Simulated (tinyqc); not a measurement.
Metal-induced gap states at the contact of a metal chain and a two-band chain, step by step. Values are carried at full precision from step to step, so a last printed digit may differ when a step is redone from the rounded ones.

The semiconductor alternates sites A at -Eg/2 and C at +Eg/2 with hopping -t; the gap runs from -Eg/2 to Eg/2. In the gap cosh(q a) = 1 + (Eg^2/4 - E^2)/(2 t^2) and the amplitude changes by -exp(-q a) a period. The metal has site energy 0 and hopping -tm; its end site has g_m = (E - i sqrt(4 tm^2 - E^2))/(2 tm^2). Sites 1, 2, ... count into the semiconductor, with energies e1, e2 alternating. The clean half chain has g1 = 1/(E - e1 - t^2 g2), g2 = 1/(E - e2 - t^2 g1), decaying root. With the contact G11 = 1/(1/g1 - tc^2 g_m), and the density on site j is -Im G_jj/pi = |psi_j/psi_1|^2 (-Im G11/pi), per spin, with psi_2/psi_1 = -t g2, psi_3/psi_2 = -t g1.

Constants: e^2/(4 pi eps0) = 14.39964547 eV angstrom.

Values chosen for the exercise (gap and optical dielectric constant near those of GaN; the chain itself is a model; shifted at random, so the results belong to these values and not to a real crystal):
```
symbol  value  unit      meaning
Eg      3.25   eV        gap
t       3.2    eV        hopping in the semiconductor
a       3.19   angstrom  period (two sites); one chain for each area a^2
E       -0.91  eV        energy from mid-gap
tm      2.06   eV        hopping in the metal
tc      0.86   eV        hopping across the contact
end     A                site that touches the metal
eps     5.5              dielectric constant
```

## Decay in the gap

Form cosh(q a), l = exp(-q a), q and the decay length 1/(2q) of the density.

cosh(q a) = 1.08850
l = 0.65858
q = 0.13093 1/angstrom
xi, the decay length of the density = 3.819 angstrom

## Green functions

The decaying root is g1 = (1 - l)/(E - e1), g2 = (1 - l)/(E - e2), l = exp(-q a). Form them, g_m and G11.

g1, g2 (1/eV): 0.47752  -0.13468

g_m = -0.10722-0.47345i 1/eV
G11 = 0.44845-0.07225i 1/eV

## Density site by site

D1 = -Im G11/pi, D2 = (t g2)^2 D1, and each further period multiplies by l^2. The sum over all sites is (D1 + D2)/(1 - l^2). The Green functions stand in the order g1, g2.

density on sites 1 to 8 (1/eV): 0.02300  0.00427  0.00997  0.00185  0.00433  0.00080  0.00188  0.00035

Ds, the density per spin summed over the semiconductor = 0.04816 1/eV

The first period holds 57 % of the gap states at this energy.

## Pinning factor

Gap states per area N = 2 Ds/a^2 (two spins). Charge in them sits a distance xi from the metal, so S = 1/(1 + 4 pi e^2 N xi/eps), e^2 meaning e^2/(4 pi eps0); S is the change of the barrier per change of the metal work function.

N = 9.464e+13 1/(eV cm^2)
4 pi e^2 N xi/eps = 1.1891
S = 0.4568

Partial pinning, between the Bardeen (0) and Schottky (1) limits.

## Checks

- g1 from the closed form against decimation: both 0.477517.

tinyqc: `OMP_NUM_THREADS=1 python tinyqc.py 1450253 1450254 out.jsonl`; about 0.01 s, one thread, shared Intel(R) Xeon(R) Processor @ 2.30GHz.
